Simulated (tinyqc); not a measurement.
Free and trapped electrons in a MOS channel with a dense trap tail: one step of the calculation.

p-type body, charge-sheet picture, full ionisation (an idealisation for deep acceptors), Boltzmann statistics for free electrons. e = Ec - EF at the surface. Acceptor-like traps of density D(E) = D0 + De exp(-E/Ew) at depth E below Ec, from 0 to Eu, hold n_t = integral of D(E)/(1 + exp((e - E)/Vt)). psi = Eg - Vt ln(Nv/Na) - e; N_dep = sqrt(2 eps0 eps_r Na (psi - Vt)/q); n_f = sqrt(N_dep^2 + 2 eps0 eps_r Vt Nc exp(-e/Vt)/q) - N_dep; Vg = Vfb + psi + q (N_dep + n_t + n_f)/Cox, Cox = eps0 eox/tox.

Problem. Charges and gate voltage. psi, N_dep, n_f and Vg as defined, with the n_t given; free share n_f/(n_f + n_t); apparent mobility mf n_f/(n_f + n_t); gate voltage spent on traps q n_t/Cox.

Values chosen for this exercise; band and dielectric values close to those of gallium nitride:
- T = 300 K (temperature)
- Eg = 3.35 eV (band gap)
- eps_r = 9.65 (relative permittivity)
- Nc = 2.32e18 cm^-3 (conduction-band density of states at T)
- Nv = 4.55e19 cm^-3 (valence-band density of states at T)
- eox = 3.9 (relative permittivity of the insulator)
- tox = 46 nm (insulator thickness)
- Na = 1.3e16 cm^-3 (acceptor density)
- Vfb = -2.95 V (flat-band voltage without trapped charge)
- mf = 73 cm^2/(V s) (mobility of free electrons)
- e = 0.081 eV (Ec - EF at the surface)

Constants: q = 1.602176634e-19 C, kB = 1.380649e-23 J/K, Vt = kB T/q, eps0 = 8.8541878128e-14 F/cm where lengths are in cm. Results are converted to the units shown.

n_t = 1.5371213e12 cm^-2

Find: psi; N_dep; n_f; Vg; free share; apparent mobility; gate voltage spent on traps.

Solution.

psi = 3.0580 V
N_dep = 6.4841e11 cm^-2
n_f = 2.1151e10 cm^-2
Vg = 4.8177 V
free share = 1.3573 %
apparent mobility = 0.99086 cm^2/(V s)
gate voltage spent on traps = 3.2807 V

Numbers from tinyqc (`OMP_NUM_THREADS=1 python tinyqc.py 2222244 2222245 out.jsonl`; about 0.02 s on one thread of a shared Intel Xeon 2.30GHz).
